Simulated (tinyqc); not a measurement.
What each parameter does: strain-driven crossing of the Gamma and L valleys in a germanium-like crystal.

Biaxial loads: e0 is the in-plane strain e_par and the normal is free. (001): e_perp = -2 (C12/C11) e_par; exx = eyy = e_par, ezz = e_perp, no shear. (111): e_perp = -(2 C11 + 4 C12 - 4 C44)/(C11 + 2 C12 + 4 C44) e_par; exx = eyy = ezz = (2 e_par + e_perp)/3 and exy = eyz = ezx = (e_perp - e_par)/3. (110): e_perp = -(C11 + 3 C12 - 2 C44)/(C11 + C12 + 2 C44) e_par; exx = eyy = (e_par + e_perp)/2, ezz = e_par, exy = (e_perp - e_par)/2, eyz = ezx = 0. Uniaxial loads: a stress along n, scaled so that n.e.n = e0, with exx = s11 sxx + s12 (syy + szz), exy = s44 sxy/2, s11 = (C11 + C12)/((C11 - C12)(C11 + 2 C12)), s12 = -C12/((C11 - C12)(C11 + 2 C12)), s44 = 1/C44.

Edges from the unstrained valence top: Gamma at Eg + ac tr(e); an L valley with unit axis u at EgL + aL tr(e) + XuL (u.e.u - tr(e)/3), u along [111], [1-1-1], [-11-1], [-1-11]; valence edges are the levels of the 6 x 6 matrix of X, Y, Z times spin with -Dso/3 + l exx + m (eyy + ezz) on the diagonal (cyclic), n exy off it, l = av + 2 b, m = av - b, n = sqrt(3) d. Spin-orbit term (Dso/3) L.sigma on X, Y, Z with (L_k)_ij = -i epsilon_kij: <X+|H|Y+> = -i Dso/3, <X+|H|Z-> = Dso/3, <Y+|H|Z-> = -i Dso/3, <Z+|H|X-> = -Dso/3, <Z+|H|Y-> = i Dso/3, <X-|H|Y-> = i Dso/3, and their conjugates; + and - are the spin along z.

Values chosen for the exercise (near those of Ge, gaps at low temperature; the results hold for these values, not for the real material):
- Eg = 0.888 eV (gap at Gamma to the s-like level)
- EgL = 0.737 eV (gap to L)
- Dso = 0.286 eV (spin-orbit splitting)
- ac = -8.33 eV (conduction deformation potential)
- av = 1.25 eV (valence hydrostatic potential)
- b = -2.59 eV (tetragonal shear potential)
- d = -5.39 eV (trigonal shear potential)
- aL = -1.73 eV (hydrostatic potential of the L edge, Xd + Xu/3)
- XuL = 16.93 eV (uniaxial potential, L)
- C11 = 127.5 GPa
- C12 = 49 GPa
- C44 = 67.3 GPa
- load = uniaxial [110] (kind of strain)
- e0 = 0.0182 (size of the strain)

Direct gap, Gamma minus the lowest L edge and the valence splitting. Each row changes one parameter from the base and keeps the others.

Results:
```
case,direct gap (eV),Gamma - L (meV),valence splitting (meV)
base,0.7161,182.5,100.3
e0 = 0.02093,0.6900,187.2,110.6
b = -2.9785 eV,0.7100,182.5,109.1
d = -6.1985 eV,0.7111,182.5,103.7
XuL = 14.3905 eV,0.7161,166.8,100.3
C12 = 41.65 GPa,0.7098,177.7,96.9
aL = -1.4705 eV,0.7161,179.6,100.3
av = 1.0625 eV,0.7181,182.5,100.3
```

The largest shifts from the base row, up to three for each result and ties (the steps differ in size, so this ranks the rows, not the parameters). direct gap (eV): e0 -0.0261, C12 -0.0063, b -0.0061; unchanged at the printed digits by XuL and aL. Gamma - L (meV): XuL -15.6, C12 -4.8, e0 +4.7; unchanged at the printed digits by b, d and av. valence splitting (meV): e0 +10.2, b +8.7, C12 -3.4; unchanged at the printed digits by XuL, aL and av.

Run: tinyqc, `OMP_NUM_THREADS=1 python tinyqc.py 1050032 1050033 out.jsonl`; Intel(R) Xeon(R) Processor @ 2.30GHz, one thread, shared host; about 0.01 s of CPU time with all checks.
